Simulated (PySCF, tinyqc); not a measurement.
Inside a calculation. Method: G0W0 on RHF in the sto-3g basis, for H4, spin multiplicity 1. The lowest restricted solution is unstable here: a spin-polarised one lies 0.0075 hartree lower (PySCF). One step of it, computed by the program tinyqc.

Question. Screening: direct RPA. With D = e_a - e_i and K = (ia|jb): diagonalise D^(1/2) (D + 4K) D^(1/2) = Z w^2 Z^T; X + Y = D^(1/2) Z w^(-1/2), each column of Z with its largest component positive (the first on a tie); E_c = (sum w - tr (D + 2K)) / 2.

orbital energies (hartree): MO1 -0.578840, MO2 -0.353459, MO3 0.235297, MO4 0.726943

Two-electron integrals over orbitals (pq|rs), unique and non-zero (hartree):
```
(11|11) 0.481419    (21|21) 0.151483    (22|11) 0.413941    (22|22) 0.433972
(31|11) -0.082607   (31|22) 0.013791    (31|31) 0.107878    (32|21) 0.097969
(32|32) 0.143679    (33|11) 0.423467    (33|22) 0.429993    (33|31) 0.000213
(33|33) 0.447167    (41|21) 0.044005    (41|32) -0.054936   (41|41) 0.101189
(42|11) 0.083853    (42|22) -0.002597   (42|31) -0.099814   (42|33) -0.004407
(42|42) 0.105403    (43|21) -0.146856   (43|32) -0.100303   (43|41) -0.042372
(43|43) 0.158181    (44|11) 0.504527    (44|22) 0.439446    (44|31) -0.086008
(44|33) 0.453619    (44|42) 0.092017    (44|44) 0.556027
```

Give: D^(1/2) (D + 4K) D^(1/2); excitation energies w; X + Y; RPA correlation energy.

Answer.

D^(1/2) (D + 4K) D^(1/2) (hartree^2):
```
         1>3      1>4      2>3      2>4
1>3   1.0141   0.0000   0.0000  -0.3744
1>4   0.0000   2.2336  -0.1927   0.0000
2>3   0.0000  -0.1927   0.6850   0.0000
2>4  -0.3744   0.0000   0.0000   1.6228
```

excitation energies w (hartree): 0.8133  0.9143  1.3420  1.5024

X + Y:
```
          1       2        3        4
1>3  0.0000  0.8521  -0.3347   0.0000
1>4  0.1541  0.0000   0.0000   0.9253
2>3  0.8445  0.0000   0.0000  -0.0761
2>4  0.0000  0.4671   0.8102   0.0000
```

RPA correlation energy = -0.066710 hartree
